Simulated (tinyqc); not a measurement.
## Gap and mass from two generation rates

Problem. In the two-band model the band-to-band tunnelling rate in a uniform field is G = A F^2 exp(-B/F), with B = pi sqrt(m/C) Eg^1.5/4 (V/nm), A = 1e21 (2 q/h) m Eg/(16 pi C B) for G in cm^-3 s^-1 and F in V/nm, C = hbar^2/(2 m0). Find B, A, Eg and m.

Constants: q = 1.602176634e-19 C, hbar = 1.054571817e-34 J s, h = 6.62607015e-34 J s, m0 = 9.1093837015e-31 kg, hbar^2/(2 m0) = 0.0380998212 eV nm^2. Results are converted to the units shown.

G at F = 0.073 and 0.12 V/nm (cm^-3 s^-1): [1.2982018e21, 5.7087659e25]

Solution. The slope of ln(G/F^2) against 1/F is -B and the intercept gives A. The product A B fixes m Eg, and B = (pi/4) Eg sqrt(m Eg/C) then gives Eg.

B = 1.807 V/nm
A = 1.379e34 cm^-3 s^-1 (V/nm)^-2
Eg = 1.430 eV
m = 0.06900 m0

Computed by the program tinyqc: `OMP_NUM_THREADS=1 python tinyqc.py 2620061 2620062 out.jsonl`, one thread of a shared Intel Xeon 2.30GHz, about 0.01 s for the whole run.
